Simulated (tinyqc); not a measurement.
Convergence with the basis: effective-mass impurity with a central-cell term, in a basis of Slater functions. Computed by tinyqc, a small Python program. Command: `OMP_NUM_THREADS=1 python tinyqc.py 3004817 3004818 out.jsonl centralcell walk`. One thread of a shared host (Intel(R) Xeon(R) Processor @ 2.30GHz), about 0.01 s of CPU time with the checks.

The envelope obeys H = -nabla^2 - (2/r) [Z + A exp(-kappa r)] in effective units, with kappa = a*/lambda; positive A deepens the well near the core.

Inputs (values chosen for the exercise, with mass and screening modelled on beta-Ga2O3):
```
quantity                   value      unit
effective mass m           0.275       m_0
dielectric constant eps     10.5         -
charge Z of the core           2         -
central-cell strength A     -4.9         -
central-cell range lambda      2  angstrom
smallest exponent zeta_1    0.43      1/a*
ratio beta of exponents      2.1         -
```

Impurity: donor, one isotropic band.

Constants: Ry = 13.605693123 eV; a_0 = 0.529177210903 angstrom.

Method:
- Units: Ry* = Ry m/eps^2 and a* = a_0 eps/m, with m in m_0.
- kappa = a*/lambda; the hydrogenic ground state is bound by Z^2 Ry*.
- For s functions exp(-zeta r), with s = zeta_i + zeta_j: S = 2/s^3, T = zeta_i zeta_j S, V = -2 Z/s^2, W = -2 A/(s + kappa)^2; each function is normalised by dividing by sqrt(S_ii S_jj).
- Large basis: zeta_i = 0.06 x 1.6^(i-1), i = 1..22, same formulas; for p functions r exp(-zeta r): S = 24/s^5, T = zeta_i zeta_j S (centrifugal term included), V = -12 Z/s^4, W = -12 A/(s + kappa)^4; overlap eigenvalues below 1e-11 are dropped.
- Binding energies are -E Ry*; the effective quantum number is nu = Z/sqrt(-E); |psi(0)|^2 is given relative to the hydrogenic Z^3/(pi a*^3).
- zeta_i = zeta_1 beta^(i-1), i = 1..n.
- The error is the lowest level above the large-basis value.

kappa = 10.1025 1/a*

Ry* = 33.9371 meV

1s binding energy = 105.443 meV

Error of the 1s level:
```
n  error (meV)  largest exponent (1/a*)
1   5.4226e+01                    0.430
2   1.1315e+01                    0.903
3   5.9495e+00                    1.896
4   1.0049e-01                    3.982
5   5.7366e-02                    8.363
6   5.3026e-02                   17.562
7   4.9069e-02                   36.879
8   4.7418e-02                   77.447
```

What follows from these numbers?

The error falls from 54.2 to 0.0474 meV. The last function changes it by less than 5 %: it has levelled off, and what remains is set by beta and zeta_1, not by the range of exponents.

Extremes, crossings and ranges named in words are read from the listed rows.
